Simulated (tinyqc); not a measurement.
Long-channel MOSFET, surface-potential model: one step of the calculation.

n-channel transistor on a uniformly doped p-type body, gradual-channel approximation, constant mobility, Boltzmann statistics, full ionisation. Potentials are counted from the neutral body; V is the electron quasi-Fermi potential, Vsb at the source and Vsb + Vds at the drain. Charges are magnitudes per area.

Problem. Pao-Sah current by Simpson's rule. I = mu (W/L) integral of Qi dV; Simpson's rule on the 11 points, step Vds/10, weights 1, 4, 2, ..., 4, 1 times step/3.

Parameters, values chosen for the exercise; material values close to those of gallium arsenide: channel mobility mu = 120 cm^2/(V s); gate width W = 2 um; gate length L = 0.5 um; drain-source voltage Vds = 0.2 V.

| point | Qi, Pao-Sah (nC/cm^2) |
|---|---|
| 0 | 11.637719 |
| 1 | 6.8560918 |
| 2 | 3.7155907 |
| 3 | 1.8832963 |
| 4 | 0.91326262 |
| 5 | 0.43188300 |
| 6 | 0.20161701 |
| 7 | 0.093531501 |
| 8 | 0.043260985 |
| 9 | 0.019981661 |
| 10 | 0.0092233113 |

Give: Pao-Sah current.

Solution.

Pao-Sah current = 0.1873 uA

Gauss-Legendre quadrature on many points gives 0.1873 uA, so this value is within 0.01 % of it; the charge-sheet current, 0.1812 uA, is 3.3 % below it.

tinyqc, about 0.03 s, one thread, Intel Xeon 2.30GHz (shared host): `OMP_NUM_THREADS=1 python tinyqc.py 2360029 2360030 out.jsonl`
